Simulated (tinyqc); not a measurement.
Trench capacitor in an array: capacitance, non-linearity, leakage and relaxation: two steps of the calculation.

A film between two metal electrodes, each interface adding a series capacitance ci. The small-signal permittivity is ek (1 + aq E^2); the field is found with the linear permittivity. Leakage J = J0 sinh(E/Ef). After a voltage step the film passes a relaxation current kr C V tt^(-nr), tt being the time in seconds. The sidewall is a coaxial capacitor with radii a = dm/2 - t and b = dm/2, depth AR dm; the end face is left out.

Values chosen for this exercise; permittivity of the order of that of silicon nitride:
- ek = 6.61 (relative permittivity of the film)
- t = 22 nm (film thickness)
- ci = 1000 uF/cm^2 (capacitance of each electrode interface (dead layer and screening))
- aq = 0.0028 cm^2/MV^2 (quadratic field coefficient of the permittivity)
- V = 2.5 V (bias)
- J0 = 7.9e-11 A/cm^2 (leakage prefactor)
- Ef = 0.3 MV/cm (field for an e-fold rise of the leakage)
- dm = 200 nm (diameter of the hole)
- AR = 20 (aspect ratio, depth over diameter)
- pt = 410 nm (pitch of the square array)
- rho = 1400 uohm cm (resistivity of the inner electrode)

Constants: eps0 = 8.8541878128e-14 F/cm where lengths are in cm. Results are converted to the units shown.

Question 1. Planar capacitance, field and non-linearity. Planar film: Cf = eps0 ek/t, 1/C = 1/Cf + 2/ci, EOT = 3.9 eps0/C, effective permittivity C t/eps0, E = (V/t) C/Cf; quadratic coefficient [C(V)/C - 1]/V^2 with Cf (1 + aq E^2) in C(V).

Find: Cf; C; EOT; effective permittivity; E; quadratic coefficient; J.

Answer 1.

Cf = 0.26603 uF/cm^2
C = 0.26589 uF/cm^2
EOT = 12.987 nm
effective permittivity = 6.6065
E = 1.1358 MV/cm
quadratic coefficient = 577.59 ppm/V^2
J = 1.7400e-9 A/cm^2

The interfaces take 0.0532 % of the voltage.

Question 2. Cell capacitance, fields and time constant. Per length 1/c = ln(b/a)/(2 pi eps0 ek) + (1/a + 1/b)/(2 pi ci); cell capacitance c AR dm; per footprint over pt^2; fields c V/(2 pi eps0 ek r) at r = a and b; resistance of the inner electrode rho AR dm/(pi a^2); time constant R C/3 of the distributed line.

Find: a; b; cell capacitance; capacitance per footprint; field at a; field at b; R; R C/3.

Answer 2.

a = 78.00 nm
b = 100.0 nm
cell capacitance = 5.917 fF
capacitance per footprint = 3.520 uF/cm^2
field at a = 1.289 MV/cm
field at b = 1.006 MV/cm
R = 2.930 kohm
R C/3 = 5.779 ps

The array gives 13.2 times the planar capacitance per footprint; curvature makes the field at the inner electrode 1.14 times the planar value.

Numbers from tinyqc (`OMP_NUM_THREADS=1 python tinyqc.py 2102199 2102200 out.jsonl`; about 0.01 s on one thread of a shared Intel Xeon 2.30GHz).
